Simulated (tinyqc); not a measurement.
# MOSFET in saturation, small-signal circuit and noise, step by step

Numbers from tinyqc (`OMP_NUM_THREADS=1 python tinyqc.py 2150014 2150015 out.jsonl`; about 0.01 s on one thread of a shared Intel Xeon 2.30GHz). Printed values are rounded.

Bias by the inversion coefficient IC = I/Ispec (charge-based model with velocity saturation; weak inversion below 0.1, strong above 10). Common-source circuit: gm, gds, Cgs, Cgd and Cj at the inner nodes, Rg in series with the gate; quasi-static, no source or drain resistance, no gate-body capacitance, no substrate network, no induced gate noise, so fmax is an upper estimate.

Values chosen for this exercise:
```
symbol   value         unit                                   meaning
T          350            K                               temperature
L           28           nm                               gate length
W            5           um                          total gate width
Cox        0.6      uF/cm^2                          gate capacitance
mu         430   cm^2/(V s)                                  mobility
n         1.32                                           slope factor
Ls          10           nm                velocity-saturation length
sg        0.13                                           ratio gds/gm
Cov       0.23        fF/um   overlap and fringe capacitance per side
Cj         0.7        fF/um                drain junction capacitance
Rsh         20          ohm              sheet resistance of the gate
Wf           4           um                              finger width
Rc         200       ohm um      gate contact and vertical resistance
IC         0.8                                  inversion coefficient
gw        0.05               short-channel excess of the noise factor
Nt      1.8e17  cm^-3 eV^-1                        oxide trap density
lt         0.1           nm          tunnelling length into the oxide
ac       10000        V s/C            Coulomb scattering coefficient
f            1          GHz                          signal frequency
```

Constants: q = 1.602176634e-19 C, kB = 1.380649e-23 J/K, Vt = kB T/q. Results are converted to the units shown.

## Current, transconductance and gain

Ispec = 2 n mu Cox (W/L) Vt^2, lc = Ls/L, gms = [sqrt((lc IC + 1)^2 + 4 IC) - 1]/[2 + lc (lc IC + 1)], gm = gms Ispec/(n Vt), gds = sg gm.

Ispec = 110.641 uA
I = 88.5131 uA
gms = 0.489173
gm = 1.35946 mS
gds = 0.176729 mS
gm/I = 15.3588 1/V

gm/I is 61.1 % of its weak-inversion limit 1/(n Vt); without velocity saturation (lc = 0) gms would be 0.525.

## Capacitances, gate resistance and cut-off frequencies

qs = [sqrt(1 + 4 IC) - 1]/2, Cgs = Cox W L qs (2 qs + 3)/(3 (qs + 1)^2) + Cov W, Cgd = Cov W, Cd = Cj W, Rg = Rsh (Wf/L)/(12 Nf) + Rc/W with Nf = W/Wf fingers (not rounded) contacted at both ends. fT = gm/(2 pi (Cgs + Cgd)), fmax = fT/(2 sqrt(Rg (gds + 2 pi fT Cgd))).

Cgs = 1.40591 fF
Cgd = 1.15 fF
Cd = 3.5 fF
Rg = 230.476 ohm
fT = 84.6525 GHz
fmax = 99.2941 GHz

Overlap and fringe make up 90.0 % of the gate capacitance; fmax is 1.17 times fT.

## Admittance matrix

Inner admittances at w = 2 pi f: y11 = i w (Cgs + Cgd), y12 = -i w Cgd, y21 = gm - i w Cgd, y22 = gds + i w (Cgd + Cd). Invert to Z, add Rg to Z11 and invert back to Y.

inner y (mS):
```
                  1                 2
1  0.00000+0.01606i  0.00000-0.00723i
2  1.35946-0.00723i  0.17673+0.02922i
```

Y with Rg (mS):
```
                  1                  2
1  0.00006+0.01606i  -0.00003-0.00723i
2  1.35941-0.01226i   0.17675+0.03148i
```

## Current gain and unilateral power gain

|h21| = |Y21/Y11|; U = |Y21 - Y12|^2/(4 [Re Y11 Re Y22 - Re Y12 Re Y21]). Extrapolated at 20 dB a decade: f |h21| and f sqrt(U).

|h21| = 84.6537
U = 9859.32
f |h21| = 84.6537 GHz
f sqrt(U) = 99.2941 GHz

f |h21| is within 0.01 % of the formula for fT, and f sqrt(U) within 0.01 % of that for fmax.

## Noise at the gate

Channel noise Sid = 4 kB T gam n gm with gam = (1/2 + (2/3) qs)/(1 + qs) + gw lc IC, qs = [sqrt(1 + 4 IC) - 1]/2, lc = Ls/L (the last term an empirical rise with velocity saturation); at the gate, white noise Sw = Sid/gm^2 + 4 kB T Rg. Number fluctuation with correlated mobility: S(f) = K/f, K = q^2 Vt lt Nt/(W L Cox^2) (1 + ac mu Cox I/gm)^2, Vt in eV with Nt per eV. Corner fc = K/Sw. Full shot noise would be 2 q I.

gam = 0.571641
Sid = 1.98278e-23 A^2/Hz
Sid/(2 q I) = 0.699078
sqrt(Sw) = 3.89660 nV/Hz^0.5
K = 3.77204e-9 V^2
fc = 248.430 MHz

The gate resistance gives 29 % of the white noise power.
